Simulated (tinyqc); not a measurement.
# Ideality, saturation current and resistance from three points

Question. Well above the saturation current a diode obeys V = n Vt ln(I/I0) + I Rs. Find n, Rs and I0.

Inputs (values chosen for the exercise): temperature T = 293 K.

Constants: q = 1.602176634e-19 C, kB = 1.380649e-23 J/K, Vt = kB T/q. Results are converted to the units shown.

currents (A): 1e-6  0.0004  0.02
voltages (V): 0.68926654  0.93738311  1.1004502

Solution. V is linear in the three unknowns n Vt, Rs and -n Vt ln I0, so three points give a linear system.

n = 1.640
Rs = 0.05500 ohm
I0 = 5.900e-14 A

Program tinyqc, `OMP_NUM_THREADS=1 python tinyqc.py 2260037 2260038 out.jsonl`; Intel Xeon 2.30GHz, shared host, one thread, about 0.01 s.
